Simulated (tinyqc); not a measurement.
Deformation-potential model of the X valleys of a conduction band: one step. Valley shifts. Four cases, with inputs chosen for the exercise.

Question. Apply the Herring-Vogt formula to each valley.

Valleys with axes along x, y and z, one whole valley each. Herring-Vogt shift of a valley with unit axis a: dE = Xd tr(e) + Xu a.e.a. Non-degenerate shares n_i = exp(-dE_i/kT)/sum_j exp(-dE_j/kT). Inverse mass tensor of a valley: (1 - a a)/mt + a a/ml; the masses are taken as independent of strain.

Case 1.

Values chosen (out of a larger set: near those of GaP; not measured data): Xd = 1.47 eV (dilation potential); Xu = 6.81 eV (uniaxial potential).

strain tensor:
```
            x           y            z
x  0.00961759  0.00000000   0.00000000
y  0.00000000  0.00961759   0.00000000
z  0.00000000  0.00000000  -0.00767055
```

Case 2.

Values chosen (out of a larger set: near those of GaP; not measured data): Xd = 1.5 eV (dilation potential); Xu = 6.24 eV (uniaxial potential).

strain tensor:
```
            x           y            z
x  0.00476777  0.00499302   0.00000000
y  0.00499302  0.00476777   0.00000000
z  0.00000000  0.00000000  -0.00423727
```

Case 3.

Values chosen (out of a larger set: near those of AlAs; not measured data): Xd = 1 eV (dilation potential); Xu = 5.97 eV (uniaxial potential).

strain tensor:
```
            x            y            z
x  0.01488393   0.00000000   0.00000000
y  0.00000000  -0.00439981   0.00000000
z  0.00000000   0.00000000  -0.00439981
```

Case 4.

Values chosen (out of a larger set: near those of AlAs; not measured data): Xd = 1.03 eV (dilation potential); Xu = 5.54 eV (uniaxial potential).

strain tensor:
```
            x            y            z
x  0.01370049   0.00000000   0.00000000
y  0.00000000  -0.00392403   0.00000000
z  0.00000000   0.00000000  -0.00392403
```

Give: Xd tr(e); a.e.a; shifts dE.

Answer.

Case 1.

Xd tr(e) = 17.00 meV

a.e.a: x 0.009618, y 0.009618, z -0.007671

shifts dE (meV): x 82.50, y 82.50, z -35.24

The lowest valley is z, 117.7 meV below the highest; the mean shift over all valleys is (Xd + Xu/3) tr(e) = 43.25 meV.

Case 2.

Xd tr(e) = 7.95 meV

a.e.a: x 0.004768, y 0.004768, z -0.004237

shifts dE (meV): x 37.70, y 37.70, z -18.49

The lowest valley is z, 56.2 meV below the highest; the mean shift over all valleys is (Xd + Xu/3) tr(e) = 18.97 meV.

Case 3.

Xd tr(e) = 6.08 meV

a.e.a: x 0.014884, y -0.004400, z -0.004400

shifts dE (meV): x 94.94, y -20.18, z -20.18

The lowest valleys are y and z, 115.1 meV below the highest; the mean shift over all valleys is (Xd + Xu/3) tr(e) = 18.19 meV.

Case 4.

Xd tr(e) = 6.03 meV

a.e.a: x 0.013700, y -0.003924, z -0.003924

shifts dE (meV): x 81.93, y -15.71, z -15.71

The lowest valleys are y and z, 97.6 meV below the highest; the mean shift over all valleys is (Xd + Xu/3) tr(e) = 16.84 meV.

Computed by tinyqc, one run a case: `OMP_NUM_THREADS=1 python tinyqc.py N N+1 out.jsonl` with N = 1081287, 1081368, 1081424, 1081540; one thread of a shared Intel(R) Xeon(R) Processor @ 2.30GHz, about 0.03 s a run at most.
